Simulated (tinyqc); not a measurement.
Pinning factor and decay constant from two barriers.

Question. phiB = S (phiM - chi) + (1 - S)(Eg - E0) with S = 1/(1 + (1/S0 - 1) exp(-be ti)). Find S0, S at the given thickness and be.

Inputs (values chosen for the exercise); semiconductor values close to those of gallium arsenide; interlayer mass of the order of that in lanthanum oxide, offset chosen freely: band gap Eg = 1.36 eV; electron affinity chi = 4.12 eV; charge-neutrality level above the valence band E0 = 0.51 eV; metal work function phiM = 4.21 eV.

phiB at ti = 0, 0.3 nm (eV): [0.774, 0.72519970]

Answer. Each barrier gives its S by linear interpolation between the pinned and the unpinned value; the ratio of the two values of 1/S - 1 is exp(be ti).

S0 = 0.1000
S = 0.1642
be = 1.900 1/nm

tinyqc, about 0.02 s, one thread, Intel Xeon 2.30GHz (shared host): `OMP_NUM_THREADS=1 python tinyqc.py 2270087 2270088 out.jsonl`
